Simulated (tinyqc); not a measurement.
p-n diode, drift-diffusion by the Gummel loop with Scharfetter-Gummel fluxes: one step of the calculation.

Abrupt junction at x = 0, p side from -Lp, n side to Ln, ohmic contacts. psi is counted from the intrinsic level; n = ni exp((psi - phin)/Vt), p = ni exp((phip - psi)/Vt). Contacts: p side psi = V - Vt ln(Na/ni), p = Na, n = ni^2/Na; n side psi = Vt ln(Nd/ni), n = Nd, p = ni^2/Nd. Constant mobilities, D = mu Vt, Boltzmann statistics, SRH recombination through a mid-gap level, U = (n p - ni^2)/(tp (n + ni) + tn (p + ni)). Current is positive from the p contact to the n contact.

Problem. Recombination and current. U_i as defined. J = Jn at the p contact + Jp at the n contact + q sum w_i U_i - q G sum w_i over the inner nodes, which avoids differences of large majority fluxes: Jn = (q mun Vt/h_0)[n_1 B(d_0) - n_0 B(-d_0)], Jp = (q mup Vt/h_last)[p_(N-1) B(d_last) - p_N B(-d_last)], d_i = (psi_(i+1) - psi_i)/Vt, B(d) = d/(exp(d) - 1), w_i = (h_(i-1) + h_i)/2.

Values chosen for this exercise; band and dielectric values those of a made-up semiconductor:
```
symbol,value,unit,meaning
T,300,K,temperature
mun,5500,cm^2/(V s),electron mobility
mup,390,cm^2/(V s),hole mobility
tn,1e-10,s,SRH lifetime of electrons
tp,2e-9,s,SRH lifetime of holes
G,0,cm^-3 s^-1,uniform generation rate
```

Constants: q = 1.602176634e-19 C, kB = 1.380649e-23 J/K, Vt = kB T/q. Results are converted to the units shown.

| node | x (nm) | converged psi (V) | converged n (cm^-3) | converged p (cm^-3) |
|---|---|---|---|---|
| 0 | -4700 | 0.13954750 | 1.5671348e-5 | 1.1e16 |
| 1 | -2230 | 0.13954734 | 1.5103872e7 | 1.0999999e16 |
| 2 | -1030 | 0.13954888 | 4.5834625e7 | 1.0999309e16 |
| 3 | -450 | 0.13995822 | 7.8309157e7 | 1.0826503e16 |
| 4 | -169 | 0.16419327 | 2.3628420e8 | 4.2399102e15 |
| 5 | -33 | 0.39545682 | 1.8265324e12 | 5.5204405e11 |
| 6 | 33 | 0.59167481 | 3.6136729e15 | 2.7845829e8 |
| 7 | 109 | 0.64220013 | 2.5511552e16 | 3.7560997e7 |
| 8 | 195 | 0.64760940 | 3.1449124e16 | 2.6210797e7 |
| 9 | 295 | 0.64803190 | 3.1967325e16 | 2.0462298e7 |
| 10 | 409 | 0.64805709 | 3.1998489e16 | 1.4450423e7 |
| 11 | 540 | 0.64805827 | 3.1999946e16 | 7.6760820e6 |
| 12 | 690 | 0.64805831 | 3.2e16 | 5.3870259e-6 |

ni = 4.1519252e5 cm^-3

Give: U; Jn at the p contact; Jp at the n contact; recombination; generation; J.

Solution.

| node | U (cm^-3 s^-1) |
|---|---|
| 0 | 0 |
| 1 | 1.5104e17 |
| 2 | 4.5835e17 |
| 3 | 7.8309e17 |
| 4 | 2.3628e18 |
| 5 | 2.7191e20 |
| 6 | 1.3923e17 |
| 7 | 1.8780e16 |
| 8 | 1.3105e16 |
| 9 | 1.0231e16 |
| 10 | 7.2252e15 |
| 11 | 3.8380e15 |
| 12 | 0 |

Jn at the p contact = 1.3930e-6 A/cm^2
Jp at the n contact = 8.2664e-7 A/cm^2
recombination = 4.6452e-4 A/cm^2
generation = 0 A/cm^2
J = 4.6674e-4 A/cm^2

tinyqc, about 0.2 s, one thread, Intel Xeon 2.30GHz (shared host): `OMP_NUM_THREADS=1 python tinyqc.py 2240164 2240165 out.jsonl`
